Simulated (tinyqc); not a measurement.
## Interface traps from C-V curves, high-low and Terman methods: effect of the oxide thickness on the signal

MOS capacitor on an n-type substrate; psi is the band bending, negative in depletion; only majority carriers are counted. At the bending psi the Fermi level lies y = xi - psi below the conduction edge at the surface, xi = Vt ln(Nc/Nd). Dit(y) = D0 + D1 exp(-y/E1); traps fill up to the Fermi level, follow the bias and a slow signal, and do not follow a fast one. V is the gate voltage from flat band.

Cox = 3.9 eps0/EOT, LD = sqrt(eps0 eps_r Vt/(q Nd)), u = psi/Vt, Cd = (eps0 eps_r/(sqrt(2) LD)) |exp(u) - 1|/sqrt(exp(u) - u - 1). Ideal V0 = psi - sqrt(2) (eps0 eps_r Vt/LD) sqrt(exp(u) - u - 1)/Cox for psi < 0; the traps add dV = (q/Cox) times the integral of Dit from 0 to psi = (q/Cox) [D0 psi + D1 E1 exp(-xi/E1) (exp(psi/E1) - 1)]. 1/C_HF = 1/Cox + 1/Cd, 1/C_LF = 1/Cox + 1/(Cd + q Dit). All at psi = -0.33 V.

Parameters, values chosen for the exercise; band and dielectric values close to those of gallium nitride:
- T = 350 K (temperature)
- eps_r = 9.43 (relative permittivity)
- Nc = 2.87e18 cm^-3 (conduction-band density of states at T)
- Nd = 3.2e16 cm^-3 (donor density)
- D0 = 6.6e11 cm^-2 eV^-1 (trap density far from the band edge)
- D1 = 9.9e12 cm^-2 eV^-1 (band-tail density at the conduction edge)
- E1 = 0.13 eV (decay energy of the tail)

Constants: q = 1.602176634e-19 C, kB = 1.380649e-23 J/K, Vt = kB T/q, eps0 = 8.8541878128e-14 F/cm where lengths are in cm. Results are converted to the units shown.

Result of one run:
```
EOT (nm)  dV (mV)  C_HF (nF/cm^2)  C_LF (nF/cm^2)  (C_LF - C_HF)/Cox (%)
1.4        -41.28           81.69           214.0                  5.366
```

What becomes of these results when the equivalent oxide thickness EOT is changed from 1.4 to 26 nm, all else the same?

Result of the changed run:
```
EOT (nm)  dV (mV)  C_HF (nF/cm^2)  C_LF (nF/cm^2)  (C_LF - C_HF)/Cox (%)
26         -766.6           51.64           84.77                  24.95
```

The whole series:
```
EOT (nm)  dV (mV)  C_HF (nF/cm^2)  C_LF (nF/cm^2)  (C_LF - C_HF)/Cox (%)
1.4        -41.28           81.69           214.0                  5.366
2.5        -73.71           79.62           200.4                  8.743
4.4        -129.7           76.28           180.5                  13.28
8          -235.9           70.66           151.9                  18.82
14         -412.8           62.93           120.2                  23.21
26         -766.6           51.64           84.77                  24.95
46          -1356           39.75           56.86                  22.79
```

The stretch-out grows in proportion to the EOT, from -41.3 to -1360 mV, so thin oxides leave Terman's method little to read; the high-low gap goes from 5.37 through a maximum of 24.9 (at EOT = 26 nm among the rows listed) to 22.8 % of Cox.

Computed by the program tinyqc: `OMP_NUM_THREADS=1 python tinyqc.py 2030139 2030140 out.jsonl`, one thread of a shared Intel Xeon 2.30GHz, about 0.01 s for the whole run.
